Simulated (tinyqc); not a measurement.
# MESFET, gradual channel with velocity saturation: effect of the saturation velocity on saturation

A uniformly doped n-type channel, depleted from the top by a Schottky gate; at channel potential V the depleted share of a is u = sqrt((Vbi - Vg + V)/Vp), s at the source. Electrons drift with v = mu E/(1 + mu E/vsat). Abrupt depletion edge, no series resistance, source at 0.

Vbi = phiB - Vt ln(Nc/Nd); Vp = q Nd a^2/(2 eps0 eps_r); G0 = q mu Nd a W/L; Z = mu Vp/(vsat L); s = sqrt((Vbi - Vg)/Vp). I = (G0 Vp/3) F/(1 + Z (u^2 - s^2)), F = 3 (u^2 - s^2) - 2 (u^3 - s^3), with u at V = Vd; Z = 0 gives constant mobility, for which u stops at 1. The current peaks at u = um, the root of (1 - u)(1 + Z (u^2 - s^2)) = Z F/3; beyond Vdsat = Vp (um^2 - s^2) it is held at that value. gm = G0 (um - s)/(1 + Z (um^2 - s^2)).

Inputs (values chosen for the exercise); material values close to those of gallium arsenide:
- T = 350 K (temperature)
- eps_r = 12.8 (relative permittivity of the semiconductor)
- Nc = 5.62e17 cm^-3 (conduction-band density of states at T)
- Nd = 2.7e17 cm^-3 (donor density of the channel)
- a = 120 nm (channel thickness)
- mu = 3700 cm^2/(V s) (low-field mobility at this doping)
- L = 1 um (gate length)
- W = 50 um (gate width)
- phiB = 0.97 V (Schottky barrier)
- Vg = -0.5 V (gate voltage)

Constants: q = 1.602176634e-19 C, kB = 1.380649e-23 J/K, Vt = kB T/q, eps0 = 8.8541878128e-14 F/cm where lengths are in cm. Results are converted to the units shown.

The same in every row: Isat for Z = 0 (mA) = 16.21.

Effect of the saturation velocity on saturation:
```
vsat (cm/s)	Z	um	Vdsat (V)	Isat (mA)	gm (mS)
3e6	33.89	0.8117	0.3626	1.466	1.506
4.8e6	21.18	0.8289	0.4404	2.131	2.252
7.7e6	13.21	0.8483	0.5296	3.032	3.317
1.2e7	8.474	0.8679	0.6220	4.116	4.674
2e7	5.084	0.8913	0.7353	5.643	6.732
3.1e7	3.280	0.9112	0.8340	7.143	8.922
5e7	2.034	0.9316	0.9372	8.876	11.67
```

As vsat goes from 3e6 to 5e7 cm/s, Vdsat rises from 0.363 to 0.937 V, Isat rises from 1.47 to 8.88 mA and gm rises from 1.51 to 11.7 mS. Isat is 0.0905 of the constant-mobility value in the first row and 0.548 in the last. In every row Nd is not small against Nc, so the Boltzmann form of Vbi is rough.

Computed by the program tinyqc: `OMP_NUM_THREADS=1 python tinyqc.py 2500112 2500113 out.jsonl`, one thread of a shared Intel Xeon 2.30GHz, about 0.07 s for the whole run.
